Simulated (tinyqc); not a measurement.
# Undoped symmetric double-gate MOSFET, analytic potential model: several studies

An undoped body of thickness ts between two equal insulators and tied gates; long channel, electrons only, n = ni exp((psi - V)/Vt) with V the quasi-Fermi potential (0 at the source, Vd at the drain), constant mobility, no quantisation. Across the body psi(x) = V - 2 Vt ln[(ts/(2 beta)) sqrt(q ni/(2 eps0 eps_r Vt)) cos(2 beta x/ts)], x from the centre. Q is the electron charge per area of the whole body.

Values chosen for this exercise; material values close to those of silicon: temperature T = 400 K; band gap Eg = 1.13 eV; relative permittivity of the semiconductor eps_r = 11.7; conduction-band density of states at T Nc = 4.31e19 cm^-3; valence-band density of states at T Nv = 4.02e19 cm^-3; relative permittivity of the gate insulator eox = 7.55; insulator thickness tox = 3.7 nm; body thickness ts = 25 nm; gate work function less that of the intrinsic body dphi = -0.1 V; channel mobility mu = 380 cm^2/(V s); gate length L = 0.5 um; drain voltage Vd = 1 V.

Constants: q = 1.602176634e-19 C, kB = 1.380649e-23 J/K, Vt = kB T/q, eps0 = 8.8541878128e-14 F/cm where lengths are in cm. Results are converted to the units shown.

Each table varies one quantity; the others keep the values above.

## Output curve

ni = sqrt(Nc Nv) exp(-Eg/(2 Vt)), Eg in volts; r = eps_r tox/(eox ts); V0 = dphi + 2 Vt ln[(2/ts) sqrt(2 eps0 eps_r Vt/(q ni))]. beta (between 0 and pi/2) solves (Vg - V0 - V)/(2 Vt) = ln(beta) - ln(cos beta) + 2 r beta tan(beta). Q = 8 eps0 eps_r Vt beta tan(beta)/ts; I = mu (1/L)(4 eps0 eps_r/ts)(2 Vt)^2 [g(beta_s) - g(beta_d)] per width, g = beta tan(beta) - beta^2/2 + r beta^2 tan^2(beta), with beta_s at V = 0 and beta_d at V = Vd.

In this table Vg = 0.59 V.

Results:
```
Vd (V),Qd (nC/cm^2),Qd/Qs,I (uA/um)
0.06,484.7,0.7606,25.54
0.11,367.4,0.5765,41.70
0.21,169.6,0.2662,61.74
0.27,83.31,0.1307,67.40
0.32,35.86,0.05627,69.59
0.37,11.63,0.01825,70.42
0.42,3.067,0.004813,70.67
0.47,0.7425,0.001165,70.73
```

Estimate the missing row, Vd = 0.16 V.

Computed row:
```
Vd (V),Qd (nC/cm^2),Qd/Qs,I (uA/um)
0.16,261.4,0.4102,53.60
```

With this row back in the table: The current rises from 25.5 to 70.7 uA/um, while the charge at the drain end falls from 0.76 to 0.0012 of that at the source. The current first comes within 1 % of its last value at Vd = 0.37 V among the rows. Over the last rows Qd falls by a factor of e for each Vt of drain voltage: the drain end is in weak inversion.

## Effect of the body thickness

Q = 8 eps0 eps_r Vt beta tan(beta)/ts; I = mu (1/L)(4 eps0 eps_r/ts)(2 Vt)^2 [g(beta_s) - g(beta_d)] per width, g = beta tan(beta) - beta^2/2 + r beta^2 tan^2(beta), with beta_s at V = 0 and beta_d at V = Vd.  I(low) is taken at Vg = 0.04 V, Qs and I(high) at Vg = 0.79 V.

Result of one run:
```
ts (nm),V0 (V),I(low) (nA/um),Qs(high) (nC/cm^2),I(high) (uA/um)
32,0.27622,2.4682,1206.5,211.27
```

What becomes of these results when the body thickness ts is changed from 32 to 16 nm, all else the same?

Result of the changed run:
```
ts (nm),V0 (V),I(low) (nA/um),Qs(high) (nC/cm^2),I(high) (uA/um)
16,0.32401,1.2346,1203.5,206.58
```

The whole series:
```
ts (nm),V0 (V),I(low) (nA/um),Qs(high) (nC/cm^2),I(high) (uA/um)
8.3,0.36925,0.64057,1195.5,199.28
12,0.34384,0.92607,1200.9,203.77
16,0.32401,1.2346,1203.5,206.58
23,0.29899,1.7745,1205.5,209.36
32,0.27622,2.4682,1206.5,211.27
45,0.25272,3.4692,1207.0,212.75
62,0.23063,4.7758,1207.3,213.78
```

As ts goes from 8.3 to 62 nm, I(low) rises from 0.641 to 4.78 nA/um and I(high) rises from 199 to 214 uA/um. On average I(low) goes as ts^(1.00) and I(high) goes as ts^(0.03). Below threshold the charge is proportional to the cross-section of the body; above it the insulator sets the charge. In every row the surface density at the source at the higher gate voltage passes 0.3 Nc, where Boltzmann statistics fail. In every row mu V/L at the higher gate voltage, with V the smaller of Vd and Vg - V0, passes 3e6 cm/s, so velocity saturation would lower the current.

## Effect of the gate work function less that of the intrinsic body

Same model as above.

Results:
```
dphi (V),V0 (V),I(low) (nA/um),Qs(high) (nC/cm^2),I(high) (uA/um)
-0.25,0.1432,144.3,1668,373.5
-0.15,0.2432,8.213,1357,258.6
-0.1,0.2932,1.929,1206,209.9
-0.05,0.3432,0.4523,1057,166.9
0,0.3932,0.1061,912.4,129.5
0.05,0.4432,0.02486,772.1,97.51
```

Estimate the missing row, dphi = -0.2 V.

Computed row:
```
dphi (V),V0 (V),I(low) (nA/um),Qs(high) (nC/cm^2),I(high) (uA/um)
-0.2,0.1932,34.79,1512,313.1
```

With this row back in the table: As dphi goes from -0.25 to 0.05 V, I(low) falls from 144 to 0.0249 nA/um and I(high) falls from 373 to 97.5 uA/um. V0 rises from 0.143 to 0.443 V. In every row the surface density at the source at the higher gate voltage passes 0.3 Nc, where Boltzmann statistics fail. For dphi = -0.25 to 0 V mu V/L at the higher gate voltage, with V the smaller of Vd and Vg - V0, passes 3e6 cm/s, so velocity saturation would lower the current.

Computed by the program tinyqc: `OMP_NUM_THREADS=1 python tinyqc.py 2440024 2440025 out.jsonl`, one thread of a shared Intel Xeon 2.30GHz, about 0.01 s for the whole run.
